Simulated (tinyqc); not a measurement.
Thin-body film or fin with hard walls, valleys of the Ge type: one step. Effective density of states and threshold shift.

A film of thickness t between hard walls, flat band inside: E_n = c (n pi/t)^2/m_z above the bulk edge, c = hbar^2/2m0. Without degeneracy the sheet density is N2 exp((EF - Ec)/kB T) with N2 = sum_i g m_d/(2 pi c) kB T exp(-E_i/kB T) over n = 1 to 40 of each group; a classical film has t Nc with Nc = 2 g_all (m_dos kB T/(4 pi c))^(3/2), m_dos = (ml mt^2)^(1/3). The threshold shift is dVt = kB T ln(t Nc/N2).

Constants: hbar^2/2m0 = 3.80998211 eV angstrom^2; kB = 8.617333262e-05 eV/K.

Inputs chosen for the exercise (near those of Ge; shifted at random, so the results belong to these values and not to a real crystal):

| symbol | value | unit | meaning |
|---|---|---|---|
| t | 90 | angstrom | body thickness |
| ml | 1.575 | m0 | longitudinal mass |
| mt | 0.083 | m0 | transverse mass |
| T | 300 | K | temperature |
| g_all | 4 |  | number of valleys |

Valleys (masses in m0):

| valleys g | cos^2(theta) | m_z | m_1 | m_2 | m_d |
|---|---|---|---|---|---|
| 2 | 0.666667 | 0.225258 | 0.083000 | 0.580333 | 0.219471 |
| 2 | 0.000000 | 0.083000 | 0.083000 | 1.575000 | 0.361559 |

Question. Sum the subbands; 1/angstrom^2 = 1e16/cm^2 and 1/angstrom^3 = 1e24/cm^3.

Give: terms of N2 by group; Nc; t Nc; dVt.

Answer.

terms of N2 by group (1e12/cm^2): 2.335  0.8988

Nc = 1.046 x 1e19/cm^3
t Nc = 9.410 x 1e12/cm^2
dVt = 27.6 mV

Confinement leaves 34 % of the classical states; the heaviest group holds 72 % of the electrons, against 50 % in the bulk.

Computed by tinyqc, a small Python program: `OMP_NUM_THREADS=1 python tinyqc.py 1282480 1282481 out.jsonl` (the numbers bound the seed that draws the inputs); one thread of a shared host (Intel(R) Xeon(R) Processor @ 2.30GHz), about 0.01 s for the whole set of steps.
